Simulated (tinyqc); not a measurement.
Worked calculation: two-band model of a narrow-gap semiconductor with electrons and holes. Computed by tinyqc, a small Python program that keeps every step. Command: `OMP_NUM_THREADS=1 python tinyqc.py 3010235 3010236 out.jsonl bipolar walk`. One thread of a shared host (Intel(R) Xeon(R) Processor @ 2.30GHz), about 0.05 s of CPU time with the checks. Intermediate numbers are printed to about 5 digits and carried at full precision; extremes and crossings named in words are read from the listed rows.

Two parabolic bands with acoustic scattering (r = -1/2, a = 0), a gap that does not change with T, and fully ionised dopants. Melting is ignored, so values above the melting point are formal, and kappa_L does not change with T. eta_n = (E_F - E_c)/(k_B T), eta_p = -eta_n - E_g/(k_B T).

Inputs (values chosen for the exercise, modelled on Mg2Si): electron mass m_n = 0.86 m_0; hole mass m_p = 1.6 m_0; electron mobility parameter mu_300,n = 300 cm^2/(V s); hole mobility parameter mu_300,p = 52 cm^2/(V s); temperature exponent p = 1.5; band gap E_g = 0.62 eV; net doping N = 8.3e+19 1/cm^3; lattice thermal conductivity kappa_L = 3.9 W/(m K); temperature T = 830 K.

Doping: p-type.

Constants: k_B = 8.617333262e-05 eV/K; m_0 = 9.1093837015e-31 kg; k_B = 1.380649e-23 J/K; hbar = 1.054571817e-34 J s; e = 1.602176634e-19 C.

## Fermi level

With x = E/(k_B T), a = alpha k_B T (0 for a parabolic band), G = x (1 + a x), D = 1 + 2 a x and <y> = int y f (1 - f) dx, f = 1/(1 + exp(x - eta)): tau = tau_0 G^r/D; transport function s = G^(3/2 + r)/D^2; n = N_0 <G^(3/2)> with N_0 = (2 m k_B T)^(3/2)/(3 pi^2 hbar^3). Integrals over x = E/(k_B T) use 160 Gauss-Legendre points in u = sqrt(x) from 0 to sqrt(max(eta, 0) + 32). Neutrality: p - n = N, with n = N_0(m_n) <x^(3/2)> at eta_n and p = N_0(m_p) <x^(3/2)> at eta_p.

eta_n = -7.7586

eta_p = -0.90979

## Each band alone

sigma = e mu_0 N_0 <s> with mu_0 = e tau_0/m = mu_300 (T/300 K)^(-p); |S| = (k_B/e)(<x s>/<s> - eta); Lorenz number L = (k_B/e)^2 (<x^2 s>/<s> - (<x s>/<s>)^2); kappa_e = L sigma T; zT = S^2 sigma T/(kappa_L + kappa_e). Hall factor r_H = <x^(3/2)> <x^(1/2)>/<s>^2.

Partial coefficients:
```
band       sigma (S/cm)  |S| (microvolt/K)  L (1e-8 V^2/K^2)  density (1/cm^3)  Hall factor
electrons       0.30895             840.95            1.4852        3.9324e+16       1.1781
holes            107.69             265.87            1.5479        8.3039e+19       1.1555
```

The minority carriers have the larger |S|, since the Fermi level lies farther from their band; they carry 0.29 % of the conductivity.

## Both bands together

Both bands together (these totals replace the one-band zT): sigma = sigma_n + sigma_p; S = (sigma_p |S_p| - sigma_n |S_n|)/sigma; kappa_bip = (sigma_n sigma_p/sigma)(|S_n| + |S_p|)^2 T; kappa_e = (L_n sigma_n + L_p sigma_p) T; zT = S^2 sigma T/(kappa_L + kappa_e + kappa_bip); weak-field R_H = (r_p sigma_p^2/p - r_n sigma_n^2/n)/(e sigma^2), where the Hall factors r_n and r_p are <x^(3/2)> <x^(1/2)>/<s>^2.

conductivity sigma = 108.00 S/cm

Seebeck coefficient S = 262.71 microvolt/K

bipolar thermal conductivity = 0.031324 W/(m K)

kappa_e = 0.13873 W/(m K)

zT = 0.15200

Hall coefficient R_H = 0.084824 cm^3/C

The minority band lowers |S| from 266 to 263 microvolt/K, and bipolar flow adds 0.77 % of the thermal conductivity.

## The maximum of |S| and the Goldsmid-Sharp gap

T_max maximises |S| of the majority sign between 150 and 1200 K; the Goldsmid-Sharp estimate is E_g = 2 e |S_max| T_max.

T_max = 945.78 K

|S_max| = 269.47 microvolt/K

Goldsmid-Sharp gap = 0.50972 eV

estimate over true gap = 0.82212

The estimate is 0.82 times the true gap. The weighted-mobility ratio of majority to minority carriers, mu m^(3/2), is 0.440; a ratio below 1 brings the onset forward and lowers the estimate.

## Against temperature

The formulas are those given above.

The same sample:
```
T (K)  n (1/cm^3)  p (1/cm^3)  sigma (S/cm)  S (microvolt/K)  kappa_bip (W/(m K))       zT  R_H (cm^3/C)
150    4.8353e-04  8.3000e+19        992.30            84.56           1.6073e-20  0.02536      0.079184
200    3.1131e+02  8.3000e+19        710.85           108.67           5.2523e-15  0.04030      0.080742
250    1.0746e+06  8.3000e+19        542.27           129.77           1.0825e-11  0.05511      0.082000
300    2.6729e+08  8.3000e+19        431.23           148.32           1.7809e-09  0.06901      0.082998
350    1.4641e+10  8.3000e+19        353.37           164.79           6.9223e-08  0.08174      0.083791
400    3.0939e+11  8.3000e+19        296.28           179.55           1.0926e-06  0.09327      0.084426
500    2.4479e+13  8.3000e+19        219.15           205.07           5.3754e-05  0.11303      0.085361
600    4.9579e+14  8.3000e+19        170.33           226.52           7.4792e-04  0.12907      0.085978
750    1.1282e+16  8.3011e+19        124.50           252.50           1.0932e-02  0.14677      0.086045
900    9.9702e+16  8.3100e+19         96.64           268.28           6.7952e-02  0.15261      0.081918
1050   5.0430e+17  8.3504e+19         79.94           261.60           2.5245e-01  0.13419      0.063215
1200   1.7681e+18  8.4768e+19         72.46           214.11           6.4598e-01  0.08520      0.017497
```

Among the rows where S keeps the majority sign, zT is largest at 900 K and |S| at 900 K. kappa_bip reaches 0.646 W/(m K) at the last row, 0.166 times kappa_L.

Checks made by the program: neutrality (relative difference below 1e-10).
